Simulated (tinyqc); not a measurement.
Gate-all-around wire, scale length and short-channel effects: two steps of the calculation.

A round wire of diameter ts in an insulator shell of thickness ti under a surrounding gate. Below threshold the potential that source and drain add obeys Laplace's equation and vanishes on the gate. Its lowest mode decays along the channel as exp(-k y); k is the smallest positive root of the matching condition at the interface, and the scale length is Lambda = pi/k.

Values chosen for this exercise; permittivities: semiconductor close to that of silicon, insulator close to that of hafnium oxide: temperature T = 400 K; relative permittivity of the semiconductor eps_r = 11.8; relative permittivity of the insulator ei = 21.5; insulator thickness ti = 14 nm; wire diameter ts = 8.1 nm; channel length L = 42 nm; potential of the source Vbi = 0.92 V; potential of the barrier top at threshold sT = 0.54 V; long-channel threshold VTL = 0.34 V; long-channel body factor m = 1; drain voltage Vds = 0.6 V.

Constants: q = 1.602176634e-19 C, kB = 1.380649e-23 J/K, Vt = kB T/q. Results are converted to the units shown.

Question 1. Decay constant by Newton steps. f(k) = ei J0(u)[J1(u) Y0(v) - Y1(u) J0(v)] - eps_r J1(u)[J0(u) Y0(v) - Y0(u) J0(v)], u = k ts/2, v = u + k ti; f' by a central difference with +/- 1e-5 1/nm; k(new) = k - f/f'.

k after iteration 1 = 0.13725780 1/nm

Wanted: f; f'; k after iteration 2.

Answer 1.

f = 0.2517
f' = -224.2 nm
k after iteration 2 = 0.1384 1/nm

Question 2. Threshold shift, barrier position and swing. Along the channel psi(y) = s + a exp(y/l) + b exp(-y/l) with psi(0) = Vbi, psi(L) = Vbi + Vds and l = 1/k = Lambda/pi; with A = Vbi - s, B = A + Vds, x = exp(-L/l): a = (B - A x) x/(1 - x^2), b = (A - B x)/(1 - x^2). The minimum is s + 2 sqrt(a b), at y = (l/2) ln(b/a). The long-channel potential follows the gate as s = sT + (Vg - VTL)/m, and the threshold VT is the gate voltage at which the minimum equals sT. Swing = m Vt ln 10/g at threshold, g = d(minimum)/ds = 1 - (b x + a)/((1 + x) sqrt(a b)).

l = 7.2257444 nm

Give: s at threshold; a; b; position of the minimum; VT; swing.

Answer 2.

s at threshold = 0.4645 V
a = 0.003152 V
b = 0.4524 V
position of the minimum = 17.94 nm
VT = 0.2645 V
swing = 90.08 mV/decade

The threshold lies 75.5 mV below the long-channel value, and the barrier top sits at 0.43 L from the source.

Computed by the program tinyqc: `OMP_NUM_THREADS=1 python tinyqc.py 2420052 2420053 out.jsonl`, one thread of a shared Intel Xeon 2.30GHz, about 0.01 s for the whole run.
